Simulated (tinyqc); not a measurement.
The fan of levels: Landau levels of a non-parabolic (Kane) conduction band at kz = 0.

Three-level Kane model: E = (N + 1/2) 2 muB B/m(E) + s g(E) muB B, s = +/-1/2, with 1/m(E) = 1 + (Ep/3)(2/(E + Eg) + 1/(E + Eg + Dso)) and g(E) = 2 - (2 Ep/3)(1/(E + Eg) - 1/(E + Eg + Dso)); E from the band edge, solved self-consistently; remote bands are left out, and so is the confinement energy of a real sheet, which raises m and lowers |g|.

In a field B along z: l = 1/sqrt((e/hbar) B) is the magnetic length, n_B = B/(h/e) the number of states per area in one level, hbar wc = 2 muB B/m for mass m in m0; 1/angstrom^2 = 1e16/cm^2.

Constants: e/hbar = 1.519267448e-05 1/(T angstrom^2); h/e = 413566.7697 T angstrom^2; muB = 5.788381798e-05 eV/T.

Values chosen for the exercise (near those of InSb; not measured data):
```
symbol  value                    unit  meaning
Eg      0.231                    eV    gap
Dso     0.809                    eV    spin-orbit splitting
Ep      24                       eV    Kane energy
Bs      (1, 2, 3, 5, 7, 10, 14)  T     fields
```

The four lowest levels against B, with their labels in order.

Levels (meV):
```
B (T)  first  second   third  fourth        order
1.00    2.98    5.86   11.54   14.21  0+ 0- 1+ 1-
2.00    5.91   11.46   22.24   27.09  0+ 0- 1+ 1-
3.00    8.79   16.82   32.26   38.95  0+ 0- 1+ 1-
5.00   14.41   26.93   50.74   60.41  0+ 0- 1+ 1-
10.0   27.73   49.52   90.68  105.56  0+ 0- 1+ 1-
14.0   37.77   65.58  118.40  136.22  0+ 0- 1+ 1-
```

Give the missing row, B (T) = 7.00.

Computed row:
```
B (T)  first  second  third  fourth        order
7.00   19.85   36.37  67.60   79.64  0+ 0- 1+ 1-
```

The fourth level grows as B^0.93 over the first two rows and B^0.76 over the last two (1 for a parabolic band without a fixed offset such as a valley splitting, 1/2 for massless Dirac electrons). The order of the levels does not change. At the highest field the lowest level has m(E) = 0.0147 and g(E) = -42.7, against 0.0128 and -51.9 at the edge.

Run: tinyqc, `OMP_NUM_THREADS=1 python tinyqc.py 1281753 1281754 out.jsonl`; Intel(R) Xeon(R) Processor @ 2.30GHz, one thread, shared host; about 0.1 s of CPU time with all checks.
